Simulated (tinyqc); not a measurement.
What moves the results: strain-driven crossing of the Gamma and L valleys in a germanium-like crystal alloyed with tin. A value that a table varies takes the place of the one given here.

Biaxial loads: e0 is the in-plane strain e_par and the normal is free. (001): e_perp = -2 (C12/C11) e_par; exx = eyy = e_par, ezz = e_perp, no shear. (111): e_perp = -(2 C11 + 4 C12 - 4 C44)/(C11 + 2 C12 + 4 C44) e_par; exx = eyy = ezz = (2 e_par + e_perp)/3 and exy = eyz = ezx = (e_perp - e_par)/3. (110): e_perp = -(C11 + 3 C12 - 2 C44)/(C11 + C12 + 2 C44) e_par; exx = eyy = (e_par + e_perp)/2, ezz = e_par, exy = (e_perp - e_par)/2, eyz = ezx = 0. Uniaxial loads: a stress along n, scaled so that n.e.n = e0, with exx = s11 sxx + s12 (syy + szz), exy = s44 sxy/2, s11 = (C11 + C12)/((C11 - C12)(C11 + 2 C12)), s12 = -C12/((C11 - C12)(C11 + 2 C12)), s44 = 1/C44.

Edges from the unstrained valence top: Gamma at Eg + ac tr(e); an L valley with unit axis u at EgL + aL tr(e) + XuL (u.e.u - tr(e)/3), u along [111], [1-1-1], [-11-1], [-1-11]; valence edges are the levels of the 6 x 6 matrix of X, Y, Z times spin with -Dso/3 + l exx + m (eyy + ezz) on the diagonal (cyclic), n exy off it, l = av + 2 b, m = av - b, n = sqrt(3) d. Spin-orbit term (Dso/3) L.sigma on X, Y, Z with (L_k)_ij = -i epsilon_kij: <X+|H|Y+> = -i Dso/3, <X+|H|Z-> = Dso/3, <Y+|H|Z-> = -i Dso/3, <Z+|H|X-> = -Dso/3, <Z+|H|Y-> = i Dso/3, <X-|H|Y-> = i Dso/3, and their conjugates; + and - are the spin along z.

With tin the unstrained gaps become E(y) = (1 - y) E + y EgS - CS y (1 - y); all other values are kept.
Constants: kB = 8.617333262e-05 eV/K.

Inputs chosen for the exercise (near those of Ge, gaps at low temperature; the results hold for these values, not for the real material): Eg = 0.882 eV (gap at Gamma to the s-like level); EgL = 0.733 eV (gap to L); Dso = 0.29 eV (spin-orbit splitting); ac = -8.19 eV (conduction deformation potential); av = 1.23 eV (valence hydrostatic potential); b = -2.51 eV (tetragonal shear potential); d = -5.39 eV (trigonal shear potential); aL = -1.63 eV (hydrostatic potential of the L edge, Xd + Xu/3); XuL = 16.88 eV (uniaxial potential, L); y = 0.09 (tin fraction); EgS = (-0.443, 0.107) eV (Gamma and L gaps of the tin end); CS = (2.79, 0.72) eV (bowing of the Gamma and L gaps); C11 = 130.4 GPa; C12 = 47.4 GPa; C44 = 66.1 GPa; load = biaxial (111) (kind of strain); mG = 0.0433 m0 (mass at Gamma); mL = 0.545 m0 (density-of-states mass of the four L valleys together); T = 300 K (temperature); e0 = 0.0078 (size of the strain).

## Sweep of a biaxial (111) strain

The valence splitting is the distance of the top two edges. Share in Gamma = mG^(3/2)/(mG^(3/2) + (mL^(3/2)/4) sum_i exp(-(E_Li - E_Gamma)/kT)).

Results:
```
e0 (%)  direct gap (eV)  indirect gap (eV)  Gamma - L (meV)  valence splitting (meV)  share in Gamma (%)
-0.72             0.613              0.583               30                       55               0.914
-0.27             0.564              0.605              -41                       22                12.2
0.17              0.501              0.576              -75                       15                48.1
0.62              0.409              0.462              -53                       58                40.6
1.06              0.315              0.347              -31                      103                23.2
1.51              0.217              0.226               -9                      152                11.4
1.95              0.119              0.106               12                      202                5.31
2.40              0.017             -0.017               34                      254                2.33
```

Gamma drops below the lowest L valley between e0 = -0.72 and -0.27 %, then rises above the lowest L valley between e0 = 1.51 and 1.95 %. This load splits the L valleys, and the lowest set changes where e0 changes sign, which bends the column Gamma - L. The direct gap goes from 0.613 to 0.017 eV; of that change -0.120 eV comes from the rise of the valence top through the shear terms and the rest from the volume. The share in Gamma goes from 0.914 to 2.33 %, with a peak of 48.1 % at e0 = 0.17 % among these rows. Gaps near or below zero lie outside this linear model.

## What each parameter does

Direct gap, Gamma minus the lowest L edge and the valence splitting. Each row changes one parameter from the base and keeps the others.

Results:
```
case              direct gap (eV)  Gamma - L (meV)  valence splitting (meV)
base                       0.3749            -45.2                     73.8
b = -2.1335 eV             0.3749            -45.2                     73.8
e0 = 0.00663               0.3996            -51.0                     62.0
XuL = 14.348 eV            0.3749            -63.4                     73.8
ac = -6.9615 eV            0.3904            -29.7                     73.8
av = 1.4145 eV             0.3726            -45.2                     73.8
C44 = 76.015 GPa           0.3708            -59.6                     67.8
d = -6.1985 eV             0.3679            -45.2                     85.8
```

The largest shifts from the base row, up to three for each result and ties (the steps differ in size, so this ranks the rows, not the parameters). direct gap (eV): e0 +0.0247, ac +0.0155, d -0.0070; unchanged at the printed digits by b and XuL. Gamma - L (meV): XuL -18.2, ac +15.5, C44 -14.4; unchanged at the printed digits by b, av and d. valence splitting (meV): d +12.1, e0 -11.8, C44 -5.9; unchanged at the printed digits by b, XuL, ac and av.

tinyqc: `OMP_NUM_THREADS=1 python tinyqc.py 1051132 1051133 out.jsonl`; about 0.01 s, one thread, shared Intel(R) Xeon(R) Processor @ 2.30GHz.
